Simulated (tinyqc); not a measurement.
Elastic strain and critical thickness of a cubic alloy layer A(1-x)B(x) on a thick substrate. From one set of inputs to another, one input at a time. Computed by tinyqc, a small Python program. Command: `OMP_NUM_THREADS=1 python tinyqc.py 3028163 3028164 out.jsonl misfit ladder`. One thread of a shared host (Intel(R) Xeon(R) Processor @ 2.30GHz), about 0.01 s of CPU time with the checks.

Strain is positive in tension. The layer is coherent with the substrate unless said otherwise.

The inputs printed are set A. Set A is modelled on Ga(1-x)In(x)As on InP; the values taken over come from a set modelled on In(1-x)Ga(x)P on GaAs. Inputs not listed in the table keep their values of set A, so the rows need not describe a real material.

Inputs (values chosen for the exercise, modelled on Ga(1-x)In(x)As on InP): fraction x of B = 0.33; lattice constant a_A = 5.653 angstrom; lattice constant a_B = 6.058 angstrom; substrate lattice constant a_S = 5.869 angstrom; layer thickness h = 39 nm; biaxial modulus of the substrate M_S = 96.9 GPa; substrate thickness t_S = 775 micrometre; wafer diameter W = 100 mm; X-ray wavelength = 1.540593 angstrom; start of the iteration h0/b = 1000.

Growth plane: (001). Layer: uncapped. Misfit dislocation: 60-degree.

C11, C12, C44 of A (GPa): [120.5, 53.42, 59.51]

C11, C12, C44 of B (GPa): [83.75, 44.49, 39.25]

Method:
- a = (1 - x) a_A + x a_B, the same rule for each C_ij; misfit f = (a_S - a)/a, the in-plane strain of the coherent layer.
- (001): D = 2 C12/C11, M = C11 + C12 - 2 C12^2/C11. The free surface carries no normal stress, so e_perp = -D f; dV/V = 2 f + e_perp; stress = M f; energy per area = M f^2 h (1 GPa nm = 1 J/m^2).
- Reflection 004: d = a_perp/sqrt(16), with a_perp = a (1 + e_perp) for the coherent layer, a for the relaxed layer and a_S for the substrate; sin(theta) = lambda/(2 d).
- Voigt averages: G = (C11 - C12 + 3 C44)/5, B = (C11 + 2 C12)/3, nu = (3 B - 2 G)/(2 (3 B + G)); b = a/sqrt(2). The 60-degree dislocation has cos alpha = 1/2, and cos lambda = 1/2 on (001).
- Matthews-Blakeslee: h_c = A [ln(h_c/b) + 1], A = b (1 - nu cos^2 alpha)/(8 pi |f| (1 + nu) cos lambda), the factor 8 pi being that of an uncapped layer.
- Start at h0, put the right side back in, and stop when the change is below 1e-9 h or h turns negative.
- Stoney: curvature = 6 |stress| h/(M_S t_S^2); radius = 1/curvature; bow = curvature W^2/8.

Each row keeps all changes above it; columns: (1) input moved; (2) from; (3) to; (4) critical thickness h_c (Matthews-Blakeslee) (nm); (5) peak separation of the coherent layer (arcsec); (6) curvature (1/m):
```
(1)                                           (2)    (3)     (4)      (5)       (6)
set A                                           -      -   6.514   3563.3  0.006399
layer thickness h (nm)                         39     14   6.514   3563.3  0.002297
substrate lattice constant a_S (angstrom)   5.869  5.653   3.284  -5803.7  0.003728
biaxial modulus of the substrate M_S (GPa)   96.9    133   3.284  -5803.7  0.002716
fraction x of B                              0.33   0.13  11.513  -2327.0  0.001172
lattice constant a_B (angstrom)             6.058  5.451  26.899   1198.4  0.000593
lattice constant a_A (angstrom)             5.653  5.869   2.516  -6848.8  0.003531
substrate thickness t_S (micrometre)          775    350   2.516  -6848.8  0.017313
```

Critical thickness h_c (Matthews-Blakeslee) goes from 6.51 to 2.52, a factor 0.386 in all. The largest single move comes from lattice constant a_A (a factor 0.0935), and fraction x of B works against it (a factor 3.51). Peak separation of the coherent layer goes from 3560 to -6850, -1.04e+04 in all. The largest single move comes from substrate lattice constant a_S (-9.37e+03), and lattice constant a_B works against it (+3.53e+03). Curvature goes from 0.00640 to 0.0173, a factor 2.71 in all. The largest single move comes from lattice constant a_A (a factor 5.96), and layer thickness h works against it (a factor 0.359). The single moves hold for this order of the switches; the total does not depend on the order.

Caution (rows set A, layer thickness h, substrate lattice constant a_S, biaxial modulus of the substrate M_S, fraction x of B, lattice constant a_A, substrate thickness t_S): the curvature assumes a coherent layer, but h exceeds h_c. Caution (rows substrate lattice constant a_S, biaxial modulus of the substrate M_S, lattice constant a_A, substrate thickness t_S): above about 2 % misfit, linear elasticity is rough and compressed layers tend to form islands before dislocations. Caution (rows lattice constant a_A, substrate thickness t_S): a critical thickness of a few Burgers vectors is outside continuum elasticity and hangs on the core term.

Extremes, crossings and ranges named in words are read from the listed rows.
